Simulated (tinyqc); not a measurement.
Three-band tight binding of a dichalcogenide monolayer, step by step. Values are carried at full precision from step to step, so a last printed digit may differ when a step is redone from the rounded ones.

Basis dz2, dxy, dx2-y2 on a triangular lattice, nearest neighbours; alpha = kx a/2, beta = sqrt3 ky a/2. h0 = e1 + 2 t0 (cos 2alpha + 2 cos alpha cos beta); h1 = -2 sqrt3 t2 sin alpha sin beta + 2i t1 (sin 2alpha + sin alpha cos beta); h2 = 2 t2 (cos 2alpha - cos alpha cos beta) + 2i sqrt3 t1 cos alpha sin beta; h11 = e2 + 2 t11 cos 2alpha + (t11 + 3 t22) cos alpha cos beta; h22 = e2 + 2 t22 cos 2alpha + (3 t11 + t22) cos alpha cos beta; h12 = sqrt3 (t22 - t11) sin alpha sin beta + 4i t12 sin alpha (cos alpha - cos beta) + i lam sz. H = [[h0, h1, h2], [., h11, h12], [., ., h22]], Hermitian; the lowest band of each spin is filled. K = (4 pi/3a, 0), M = (pi/a, pi/(sqrt3 a)).

Values chosen for the exercise (near a published set for monolayer MoTe2; shifted at random, so the results belong to these values and not to a real crystal): a = 3.549 angstrom (lattice constant); e1 = 0.61 eV (level of dz2); e2 = 1.981 eV (level of dxy and dx2-y2); t0 = -0.166 eV (hopping); t1 = 0.232 eV (hopping); t2 = 0.399 eV (hopping); t11 = 0.203 eV (hopping); t12 = 0.243 eV (hopping); t22 = 0.254 eV (hopping); lam = 0.109 eV (spin-orbit constant); sz = -1 (spin); k = (0.85, 0.47) 1/angstrom (wave vector).

## H at one k

Form alpha, beta and the matrix.

alpha, beta (rad): 1.50832  1.44456

H (eV):
```
                    z2               xy            x2-y2
z2              0.9342  -1.3685+0.1161i  -0.7981+0.0498i
xy     -1.3685-0.1161i           1.5858   0.0875-0.1706i
x2-y2  -0.7981-0.0498i   0.0875+0.1706i           1.4837
```

## Levels and weights

Diagonalise H.

levels (eV): -0.3503  1.4312  2.9228

weights:
```
       band 1  band 2  band 3
z2      0.603   0.011   0.387
xy      0.294   0.250   0.455
x2-y2   0.103   0.739   0.158
```

## Closed forms at K and Gamma

Three-band model of dz2 (level e1) and dxy, dx2-y2 (level e2), spin sz = +/-1; t1 and t2 drop out at these points. At K: e2 - (3/2)(t11 + t22) - 3 sqrt3 t12 + lam sz (valence), e1 - 3 t0 (conduction), e2 - (3/2)(t11 + t22) + 3 sqrt3 t12 - lam sz. At Gamma: e1 + 6 t0 (valence) and e2 + 3 (t11 + t22) -/+ lam.

Levels (eV):

| point | band 1 | band 2 | band 3 |
|---|---|---|---|
| K, spin up | 0.1418 | 1.1080 | 2.4492 |
| K, spin down | -0.0762 | 1.1080 | 2.6672 |
| Gamma | -0.3860 | 3.2430 | 3.4610 |

smallest direct gap at K = 0.9662 eV
Ev(K) - Ev(Gamma) = 0.5278 eV

Of the two points, the valence band is higher at K, by 528 meV. The dz2 conduction state at K has no atomic orbital angular momentum (Lz = 0) and is not split at this order.

## Bands for both spins

The two lowest bands at the points named.

Levels (eV):

| k | v, up | c, up | v, down | c, down |
|---|---|---|---|---|
| G | -0.3860 | 3.2430 | -0.3860 | 3.2430 |
| G-K 0.25 | -0.2776 | 2.9547 | -0.2851 | 2.9464 |
| G-K 0.5 | -0.1751 | 2.4723 | -0.2285 | 2.3465 |
| G-K 0.6 | -0.1754 | 2.2020 | -0.2566 | 2.0676 |
| G-K 0.75 | -0.1167 | 1.6756 | -0.2459 | 1.5950 |
| G-K 0.9 | 0.0660 | 1.2258 | -0.1257 | 1.2024 |
| K | 0.1418 | 1.1080 | -0.0762 | 1.1080 |
| K-M 0.5 | -0.1497 | 1.3959 | -0.2728 | 1.3659 |
| M | -0.3509 | 1.4199 | -0.3509 | 1.4199 |
| M-G 0.5 | -0.1999 | 2.3708 | -0.1999 | 2.3708 |

The spins are degenerate from M to Gamma, since a vertical mirror plane holds this line and flips sz, and the valence splitting is largest at K (218 meV). The lowest conduction level listed is at K. With nearest neighbours alone the model is made for the neighbourhood of K.

## Checks

- Closed forms at K against the matrix: they agree to 1e-10 or better.

Run: tinyqc, `OMP_NUM_THREADS=1 python tinyqc.py 1481165 1481166 out.jsonl`; Intel(R) Xeon(R) Processor @ 2.30GHz, one thread, shared host; about 0.02 s of CPU time with all checks.
